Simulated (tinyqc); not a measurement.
# Double-gate transistor below threshold, two-dimensional Poisson equation on a small mesh: several studies

Half of a symmetric double-gate structure: row 0 is the mid-plane of the body, where the normal field vanishes. Mobile charge is neglected (subthreshold), the body is fully depleted, and potentials are counted from the intrinsic level; rows run upward to the gate, columns from source to drain.

Parameters, values chosen for the exercise; semiconductor permittivity close to that of silicon: temperature T = 300 K; relative permittivity of the semiconductor eps_r = 11.7; relative permittivity of the insulator eox = 7.5; half the body thickness tb = 3 nm; insulator thickness tox = 3.2 nm; channel length L = 21 nm; acceptor density of the depleted body Na = 1.2e18 cm^-3; potential of the source Vbi = 0.53 V; gate offset Vfb = -0.07 V; gate voltage Vg = 0 V; drain voltage Vd = 1 V.

Constants: q = 1.602176634e-19 C, kB = 1.380649e-23 J/K, Vt = kB T/q, eps0 = 8.8541878128e-14 F/cm where lengths are in cm. Results are converted to the units shown.

Each table varies one quantity; the others keep the values above.

## Effect of the acceptor density of the depleted body

Mesh: rows i = 0..12 in the semiconductor (step hs = tb/12, row 12 on the interface), then 8 step(s) ho = tox/8 up to the gate row 20; columns j = 0..80 (step hy = L/80). Box integration, divided by eps0: up_i = eps hy/h of the interval above row i, dn_i = that of the interval below (0 for row 0), lat_i = (sum of eps h/2 over the intervals above and below)/hy, s_i = -q Na w_i hy/eps0 with w_i the semiconductor height of the box (hs/2 for row 0 and the interface row, hs between, 0 in the insulator). Each free node obeys (up + dn + 2 lat) psi = up psi(above) + dn psi(below) + lat [psi(left) + psi(right)] + s. Fixed values: gate row Vg - Vfb; column 0 at Vbi and the last column at Vbi + Vd in the semiconductor, each running linearly to Vg - Vfb across the insulator. The system is solved directly. On row 0 the minimum of psi and its place come from a parabola through the three lowest nodes; barrier = Vbi - minimum, swing = Vt ln 10/(d psi/dVg), DIBL = (d psi/dVd)/(d psi/dVg) there. Lambda = pi/k with k the smallest positive root of tan(k tox) tan(k tb) = eox/eps_r.

Result of one run:
```
Na (cm^-3)	L/Lambda	barrier (V)	place y/L	swing (mV/decade)	DIBL (mV/V)
0	1.456	0.2812	0.3701	80.41	80.08
```

What becomes of these results when the acceptor density of the depleted body Na is changed from 0 to 3e18 cm^-3, all else the same?

Result of the changed run:
```
Na (cm^-3)	L/Lambda	barrier (V)	place y/L	swing (mV/decade)	DIBL (mV/V)
3e18	1.456	0.3508	0.3825	79.62	84.22
```

The whole series:
```
Na (cm^-3)	L/Lambda	barrier (V)	place y/L	swing (mV/decade)	DIBL (mV/V)
0	1.456	0.2812	0.3701	80.41	80.08
5e17	1.456	0.2928	0.3723	80.26	80.81
1e18	1.456	0.3043	0.3745	80.12	81.53
2e18	1.456	0.3275	0.3787	79.85	82.91
3e18	1.456	0.3508	0.3825	79.62	84.22
5e18	1.456	0.3974	0.3894	79.22	86.66
```

As Na goes from 0 to 5e18 cm^-3, the barrier rises from 0.281 to 0.397 V, the swing falls from 80.4 to 79.2 mV a decade and DIBL rises from 80.1 to 86.7 mV/V; the ideal swing is 59.5. The barrier top moves from y/L = 0.370 to 0.389, towards the middle.

## Refining the mesh

The mesh has 2 c steps in the semiconductor (rows from 0 up to the interface), c steps in the insulator and 8 c along the channel, each uniform. The system is solved directly; psi is read on row 0 at mid-channel.

Result of one run:
```
c	unknowns	psi at mid-channel (V)	d psi/dVg
4	372	0.2533	0.7789
```

What becomes of these results when the refinement factor c is changed from 4 to 1, all else the same?

Result of the changed run:
```
c	unknowns	psi at mid-channel (V)	d psi/dVg
1	21	0.2761	0.7558
```

The whole series:
```
c	unknowns	psi at mid-channel (V)	d psi/dVg
1	21	0.2761	0.7558
2	90	0.2579	0.7742
3	207	0.2545	0.7777
4	372	0.2533	0.7789
6	846	0.2525	0.7797
8	1512	0.2522	0.7800
12	3420	0.2520	0.7803
```

psi at mid-channel goes from 0.2761 V on the coarsest mesh to 0.2520 V on the finest, a difference of 24 mV. d psi/dVg changes by 0.018 from c = 1 to 2, by 0.0047 from 2 to 4 and by 0.0012 from 4 to 8, a ratio of 4.0 between the last two, near the 4 of a second-order scheme.

## Effect of half the body thickness

Same model as above.

Result of one run:
```
tb (nm)	L/Lambda	barrier (V)	place y/L	swing (mV/decade)	DIBL (mV/V)
4.8	1.135	0.2044	0.3355	105.2	170.4
```

What becomes of these results when the half the body thickness tb is changed from 4.8 to 2.8 nm, all else the same?

Result of the changed run:
```
tb (nm)	L/Lambda	barrier (V)	place y/L	swing (mV/decade)	DIBL (mV/V)
2.8	1.505	0.3210	0.3796	77.96	73.74
```

The whole series:
```
tb (nm)	L/Lambda	barrier (V)	place y/L	swing (mV/decade)	DIBL (mV/V)
1.2	2.117	0.4115	0.4141	65.09	22.56
1.6	1.912	0.3909	0.4051	67.67	33.01
2.1	1.714	0.3627	0.3944	71.49	48.34
2.8	1.505	0.3210	0.3796	77.96	73.74
3.6	1.328	0.2729	0.3626	87.11	108.2
4.8	1.135	0.2044	0.3355	105.2	170.4
```

As tb goes from 1.2 to 4.8 nm, the barrier falls from 0.412 to 0.204 V, the swing rises from 65.1 to 105 mV a decade and DIBL rises from 22.6 to 170 mV/V; the ideal swing is 59.5. L/Lambda goes from 2.1 to 1.1. For tb = 1.2 to 2.1 nm the body is under 5 nm thick, where quantum confinement matters.

Computed by the program tinyqc: `OMP_NUM_THREADS=1 python tinyqc.py 2480001 2480002 out.jsonl`, one thread of a shared Intel Xeon 2.30GHz, about 0.09 s for the whole run.
